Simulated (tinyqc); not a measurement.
Bandgap voltage reference from two bipolar transistors: effect of the output resistor at T0.

Two transistors of area 1 and N carry the same current I. Is(T) = Is (T/T0)^eta exp[(Vg0 q/kB)(1/T0 - 1/T)], VBE1 = Vt ln(I/Is(T)) + I rb, VBE2 = Vt ln(I/(N Is(T))) + I rb/N. The amplifier forces I R1(T) = VBE1 - VBE2 + Vos, with R(T) = R (1 + tc (T - T0)) for both resistors, and the output is Vref = VBE1 + I R2(T). Base currents and the Early effect are neglected.

Vt = kB T/q; I = (Vt ln N + Vos)/(R1(T) - rb (1 - 1/N)). Box coefficient: span of Vref between 233 and 398 K over its average over T and over 165 K. The last column is the R2 that gives zero slope at T0.

Values chosen for this exercise; values of the order met in silicon bipolar transistors:

| symbol | value | unit | meaning |
|---|---|---|---|
| T0 | 300 | K | reference temperature |
| Vg0 | 1.187 | V | band-gap voltage extrapolated to 0 K |
| eta | 3.5 |  | temperature exponent of the saturation current |
| Is | 3.9e-18 | A | saturation current of the unit transistor at T0 |
| N | 8 |  | area ratio of the second transistor |
| R1 | 2.1 | kohm | resistor across which the difference of VBE falls, at T0 |
| tc | -700 | ppm/K | temperature coefficient of both resistors |
| Vos | -2.4 | mV | offset of the amplifier |
| rb | 99 | ohm | series resistance of the unit transistor |

Constants: q = 1.602176634e-19 C, kB = 1.380649e-23 J/K. Results are converted to the units shown.

Results:
```
R2 (kohm),I at T0 (uA),Vref at T0 (V),slope at T0 (uV/K),box coefficient (ppm/K),R2 for zero slope (kohm)
16.35,25.51,1.182,-127.9,111.6,17.78
16.89,25.51,1.196,-79.45,69.60,17.78
17.78,25.51,1.219,0.4471,8.505,17.78
18.13,25.51,1.228,31.87,23.08,17.78
18.66,25.51,1.241,79.44,61.17,17.78
19.2,25.51,1.255,127.9,99.09,17.78
```

Estimate the missing row, R2 = 17.42 kohm.

Computed row:
```
R2 (kohm),I at T0 (uA),Vref at T0 (V),slope at T0 (uV/K),box coefficient (ppm/K),R2 for zero slope (kohm)
17.42,25.51,1.210,-31.87,29.48,17.78
```

With this row back in the table: As R2 goes from 16.35 to 19.2, Vref rises from 1.182 to 1.255 V and the box coefficient goes from 112 through a minimum of 8.51 (at R2 = 17.78 among the rows listed) to 99.1 ppm/K. One per cent in R2 moves the slope by 16.0 uV/K.

tinyqc, about 0.02 s, one thread, Intel Xeon 2.30GHz (shared host): `OMP_NUM_THREADS=1 python tinyqc.py 2062183 2062184 out.jsonl`
